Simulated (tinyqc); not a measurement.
Dopant redistribution at a moving silicon-oxide interface during parabolic oxidation. From concentration in the oxide back to segregation coefficient m = C(silicon)/C(oxide). Computed by tinyqc, a small Python program. Command: `OMP_NUM_THREADS=1 python tinyqc.py 3007375 3007376 out.jsonl segox inv`. One thread of a shared host (Intel(R) Xeon(R) Processor @ 2.30GHz), about 0.01 s of CPU time with the checks.

Uniformly doped silicon is oxidised with x_ox = sqrt(B t); the interface advances into the silicon by alpha x_ox, alpha = 0.44. The dopant does not move in the oxide, and at the interface C(silicon) = m C(oxide).

Inputs (values chosen for the exercise, modelled on antimony in silicon under dry oxygen):

| quantity | value | unit |
|---|---|---|
| dopant prefactor D0 | 4.19 | cm^2/s |
| dopant activation energy E | 3.91 | eV |
| oxidation prefactor B0 | 799 | um^2/h |
| oxidation activation energy E_B | 1.24 | eV |
| bulk doping C_B | 1.5e+17 | 1/cm^3 |
| temperature T | 900 | C |
| time t | 0.43 | h |

Constants: k_B = 8.617333262e-05 eV/K.

Method:
- D = D0 exp(-E/(k_B T)), converted with 1 cm^2/s = 3.6e11 um^2/h; B = B0 exp(-E_B/(k_B T)); s = alpha sqrt(B/(4 D)), the interface advance over 2 sqrt(D t).
- Temperatures in kelvin are T(C) + 273.15.
- With the dopant diffusivity D and s = alpha x_ox/(2 sqrt(D t)), in the silicon C = C_B + (C_s - C_B) erfc(y/(2 sqrt(D t)))/erfc(s), y from the original surface. Dopant balance at the interface gives C_s/C_B = 1/[1 + (1/(m alpha) - 1) g], g = sqrt(pi) s exp(s^2) erfc(s).

Question. A run gave the result below. Find the segregation coefficient m = C(silicon)/C(oxide), known to lie between 5.9 and 21.

concentration in the oxide = 5.453992e+16 1/cm^3

Answer.

Each step takes the trial c = (a f_b - b f_a)/(f_b - f_a), f being the result less the target and a, b, c the logarithms of the listed values; c replaces end b, the old b replaces a if the sign of f changed, and otherwise f_a is halved.

Scan of the range:

| segregation coefficient m = C(silicon)/C(oxide) | concentration in the oxide (1/cm^3) |
|---|---|
| 5.90 | 6.05849e+16 |
| 7.29 | 5.87381e+16 |
| 9.01 | 5.66031e+16 |
| 11.10 | 5.42088e+16 |
| 13.80 | 5.14000e+16 |
| 17.00 | 4.84262e+16 |
| 21.00 | 4.51602e+16 |

False position (Illinois rule, in the logarithm of the input) inside the bracket:

| step | end a | end b | trial | concentration in the oxide (1/cm^3) |
|---|---|---|---|---|
| 1 | 9.0100 | 11.1000 | 10.7843 | 5.45573e+16 |
| 2 | 11.1000 | 10.7843 | 10.7999 | 5.45401e+16 |
| 3 | 11.1000 | 10.7999 | 10.8001 | 5.45398e+16 |
| 4 | 10.7999 | 10.8001 | 10.8000 | 5.45399e+16 |

Concentration in the oxide falls at every point of a 13-point scan of the range (every second point is shown), so one value fits; it is bracketed by 9.01 and 11.1. Answer: segregation coefficient m = C(silicon)/C(oxide) = 10.80.

Caution: in this case the oxide is not much thicker than a typical Deal-Grove length A, so real growth is slower than parabolic. Caution: parabolic growth needs an oxide much thicker than the Deal-Grove length A, which fails for thin films and low temperatures; oxidation-enhanced or retarded diffusion is ignored.
